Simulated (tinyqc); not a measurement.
# Random telegraph noise from one oxide trap in a small MOSFET: what changes with what

An acceptor-like trap exchanges electrons with the channel. Inversion charge Q = Cox u, u = n Vt W0(exp((Vg - VT)/(n Vt))), W0 the Lambert function, n = nf, Cox = eps0 eox/tox; linear regime Id = (W/L) mu Q Vd. Relative to threshold the surface potential rises by Vt ln(u/u0) and the oxide voltage by the rest of Vg - VT, with u0 = n Vt W0(1).

Parameters, values chosen for the exercise; values of the order met in silicon transistors:
```
symbol,value,unit,meaning
T,300,K,temperature
eox,3.9,,relative permittivity of the gate insulator (close to silicon dioxide)
tox,1.6,nm,insulator thickness
xt,0.33,nm,depth of the trap from the channel interface
E0,0.29,eV,trap level above the channel Fermi level at threshold
s0,8e-15,cm^2,capture prefactor
EB,0.19,eV,capture barrier (lattice relaxation)
lt,0.17,nm,tunnelling decay length
vth,1.8e7,cm/s,thermal velocity
zi,2.3,nm,thickness of the inversion layer
VT,0.36,V,threshold voltage
nf,1.15,,body factor
W,110,nm,gate width
L,38,nm,gate length
mu,330,cm^2/(V s),mobility
asc,1.7e-16,V s,scattering coefficient of the charged trap
Vd,0.1,V,drain voltage
Vg,1.34,V,gate voltage
```

Constants: q = 1.602176634e-19 C, kB = 1.380649e-23 J/K, Vt = kB T/q, eps0 = 8.8541878128e-14 F/cm where lengths are in cm. Results are converted to the units shown.

Each table varies one quantity; the others keep the values above.

## Time constants and noise against gate voltage

N = Cox u/q; dpsi = Vt ln(u/u0); E = E0 - dpsi - (xt/tox)(Vg - VT - dpsi); capture time tc = 1/[(N/zi) vth s0 exp(-xt/lt - EB/Vt)]; emission time te = tc exp(-E/Vt); occupancy te/(tc + te). A = W L; threshold step dV = q (1 - xt/tox)/(Cox A); gm/Id = 1/(u + n Vt); relative step dI/I = (gm/Id) dV + asc mu/A. fc = (1/tc + 1/te)/(2 pi); rms = (dI/I) sqrt(tc te)/(tc + te).

Result of one run:

| Vg (V) | E (eV) | tc (s) | te (s) | occupancy | dI/I (%) | fc (Hz) | rms dI/I (%) |
|---|---|---|---|---|---|---|---|
| 1.19 | 0.041362 | 1.7491e-9 | 3.5315e-10 | 0.16799 | 0.31863 | 5.4167e8 | 0.11912 |

What becomes of these results when the gate voltage Vg is changed from 1.19 to 1.13 V, all else the same?

Result of the changed run:

| Vg (V) | E (eV) | tc (s) | te (s) | occupancy | dI/I (%) | fc (Hz) | rms dI/I (%) |
|---|---|---|---|---|---|---|---|
| 1.13 | 0.055412 | 1.8978e-9 | 2.2252e-10 | 0.10495 | 0.33366 | 7.9910e8 | 0.10226 |

The whole series:

| Vg (V) | E (eV) | tc (s) | te (s) | occupancy | dI/I (%) | fc (Hz) | rms dI/I (%) |
|---|---|---|---|---|---|---|---|
| 1.13 | 0.055412 | 1.8978e-9 | 2.2252e-10 | 0.10495 | 0.33366 | 7.9910e8 | 0.10226 |
| 1.19 | 0.041362 | 1.7491e-9 | 3.5315e-10 | 0.16799 | 0.31863 | 5.4167e8 | 0.11912 |
| 1.25 | 0.027434 | 1.6216e-9 | 5.6113e-10 | 0.25708 | 0.30568 | 3.8178e8 | 0.13359 |
| 1.31 | 0.013612 | 1.5112e-9 | 8.9256e-10 | 0.37133 | 0.29440 | 2.8363e8 | 0.14224 |
| 1.37 | -1.1788e-4 | 1.4146e-9 | 1.4211e-9 | 0.50114 | 0.28449 | 2.2450e8 | 0.14224 |
| 1.43 | -0.013766 | 1.3295e-9 | 2.2644e-9 | 0.63007 | 0.27571 | 1.9000e8 | 0.13311 |
| 1.49 | -0.027342 | 1.2539e-9 | 3.6107e-9 | 0.74224 | 0.26790 | 1.7101e8 | 0.11718 |
| 1.55 | -0.040854 | 1.1863e-9 | 5.7614e-9 | 0.82925 | 0.26089 | 1.6178e8 | 0.098170 |
| 1.61 | -0.054307 | 1.1256e-9 | 9.1984e-9 | 0.89097 | 0.25457 | 1.5870e8 | 0.079342 |

tc falls from 1.90e-9 to 1.13e-9 s as the channel fills and te rises from 2.23e-10 to 9.20e-9 s; they are equal at Vg = 1.37 V, where E = 0. The rms noise goes from 0.102 through a maximum of 0.142 (at Vg = 1.31 and 1.37 V among the rows listed) to 0.0793 %. The slope -Vt d ln(tc/te)/dVg is 0.234 between the first two rows and 0.224 between the last two; it tends to xt/tox = 0.206 only when the surface potential stops moving.

## Effect of the gate length

Same model as above.

The same in every row: E (eV) = 0.0067362; tc (s) = 1.4613e-9; te (s) = 1.1261e-9; occupancy = 0.43522; fc (Hz) = 2.5024e8.

Effect of the gate length:

| L (nm) | dI/I (%) | rms dI/I (%) |
|---|---|---|
| 15 | 0.73286 | 0.36334 |
| 25 | 0.43972 | 0.21800 |
| 41 | 0.26812 | 0.13293 |
| 67 | 0.16407 | 0.081345 |
| 110 | 0.099935 | 0.049547 |
| 180 | 0.061072 | 0.030278 |
| 300 | 0.036643 | 0.018167 |
| 500 | 0.021986 | 0.010900 |

What does the comparison show?

As L goes from 15 to 500, tc stays at 1.46e-9 s, te stays at 1.13e-9 s and dI/I falls from 0.733 to 0.0220 %. The step goes as 1/(W L), while the times do not depend on the size.

Range of the model: VT is taken as given; short-channel effects and the uneven flow of current among few electrons are left out.

Computed by the program tinyqc: `OMP_NUM_THREADS=1 python tinyqc.py 2710014 2710015 out.jsonl`, one thread of a shared Intel Xeon 2.30GHz, about 0.01 s for the whole run.
